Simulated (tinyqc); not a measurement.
Against doping: dopants and charged point defects at anneal temperature: Fermi-level effect, clustering and pairing. Computed by tinyqc, a small Python program. Command: `OMP_NUM_THREADS=1 python tinyqc.py 3008460 3008461 out.jsonl pairing walk`. One thread of a shared host (Intel(R) Xeon(R) Processor @ 2.30GHz), about 0.02 s of CPU time with the checks.

Boltzmann statistics and full ionisation of active dopants. Energies are counted from the valence band; the defect (a vacancy or self-interstitial) has five charge states, with all degeneracy factors one.

Inputs (values chosen for the exercise, with bands modelled on silicon):

| quantity | value | unit |
|---|---|---|
| gap at 0 K E_g0 | 1.19 | eV |
| Varshni alpha | 0.000462 | eV/K |
| Varshni beta | 652 | K |
| electron mass m_e | 0.326 | m_0 |
| valleys M_c | 6 | - |
| hole mass m_h | 0.812 | m_0 |
| anneal temperature T | 960 | K |
| total dopant density N | 1.8e+18 | cm^-3 |
| formation enthalpy of the neutral defect H_f | 2.85 | eV |
| formation entropy S_f | 5.2 | k_B |
| site density N_s | 4.2e+22 | cm^-3 |
| dopant atoms per cluster k | 4 | - |
| cluster binding energy E_b | 2.39 | eV |

Dopant: acceptor. Second part: clustering of the dopant.

defect levels as fractions of E_g(T): (2+/+), (+/0), (0/-), (-/2-): 0.2  0.2  0.68  0.81

Constants: m_0 = 9.1093837015e-31 kg; k_B = 1.380649e-23 J/K; h = 6.62607015e-34 J s; k_B = 8.617333262e-05 eV/K.

Method:
- E_g = E_g0 - alpha T^2/(T + beta).
- N_c = 2 M_c (2 pi m_e k_B T/h^2)^(3/2) and N_v = 2 (2 pi m_h k_B T/h^2)^(3/2), masses in units of m_0.
- n_i = sqrt(N_c N_v) exp(-E_g/2 k_B T); E_i = E_g/2 + (k_B T/2) ln(N_v/N_c).
- p = A/2 + sqrt(A^2/4 + n_i^2) for an active density A.
- k ionised dopants and k carriers form one neutral cluster: C = N_s (A/N_s)^k (p/N_b)^k exp(E_b/k_B T), N_b the effective density of states of the majority band, and N = A + k C (60 bisections in ln A between ln N - 90 and ln N).
- chi = n/n_i (for acceptors n_i/p); E_F = E_i + k_B T ln chi; field enhancement h = 1 + A/sqrt(A^2 + 4 n_i^2).
- C_0 = N_s exp(S_f/k_B) exp(-H_f/k_B T). Ratios to the neutral state at E_F = E_i: r_+ = exp((E(+/0) - E_i)/k_B T), r_2+ = r_+ exp((E(2+/+) - E_i)/k_B T), r_- = exp((E_i - E(0/-))/k_B T), r_2- = r_- exp((E_i - E(-/2-))/k_B T); at other E_F state q scales as chi^(-q). The enhancement is sum r_q chi^(-q)/sum r_q. The charge on the defects is left out of neutrality.
- chi = n/n_i; h = 1 + A/sqrt(A^2 + 4 n_i^2); the dopant diffusivity over its intrinsic value is D/D_i = enhancement x h x A/N, if every charge state carries the dopant equally well.

E_g = 0.925869 eV

k_B T = 0.0827264 eV

n_i = 4.82118e+17 cm^-3

E_i = 0.445444 eV

effective density of states N_b of the majority band = 1.05107e+20 cm^-3

neutral defects C_0 = 8.31264e+09 cm^-3

Charge states:

| state | ratio r | intrinsic (cm^-3) | doped (cm^-3) |
|---|---|---|---|
| 2+ | 1.85048e-03 | 1.53824e+07 | 2.44214e+08 |
| + | 4.30172e-02 | 3.57587e+08 | 1.42480e+09 |
| 0 | 1.00000e+00 | 8.31264e+09 | 8.31264e+09 |
| - | 1.07962e-01 | 8.97449e+08 | 2.25235e+08 |
| 2- | 2.72059e-03 | 2.26153e+07 | 1.42448e+06 |

Trend at the anneal temperature:

| N (cm^-3) | active A (cm^-3) | chi | defect enhancement | mean charge | D/D_i |
|---|---|---|---|---|---|
| 1.40e+16 | 1.4000e+16 | 0.98559 | 0.9992 | -0.0556 | 1.0137 |
| 4.00e+16 | 4.0000e+16 | 0.95938 | 0.9977 | -0.0518 | 1.0391 |
| 1.10e+17 | 1.1000e+17 | 0.89241 | 0.9944 | -0.0416 | 1.1071 |
| 3.00e+17 | 3.0000e+17 | 0.73616 | 0.9890 | -0.0150 | 1.2828 |
| 8.40e+17 | 8.4000e+17 | 0.45508 | 0.9979 | 0.0539 | 1.6534 |
| 2.30e+18 | 2.3000e+18 | 0.20114 | 1.1089 | 0.2212 | 2.1316 |
| 6.30e+18 | 6.2961e+18 | 0.07613 | 1.6378 | 0.6316 | 3.2547 |
| 1.70e+19 | 1.4285e+19 | 0.03371 | 3.3819 | 1.1589 | 5.6771 |
| 4.80e+19 | 1.9196e+19 | 0.02510 | 4.8927 | 1.3417 | 3.9108 |

What does the comparison show, and why?

Well below n_i = 4.82e17 cm^-3 chi and the enhancement are near 1. At any doping d ln(enhancement)/d ln chi equals minus the mean charge, which goes from -0.06 to +1.34 over the rows. Clustering bends A over: its exponent in N falls to 0.28, towards 1/(2k) = 0.125, and D/D_i peaks at N = 1.7e19 cm^-3.

Extremes, crossings and ranges named in words are read from the listed rows.
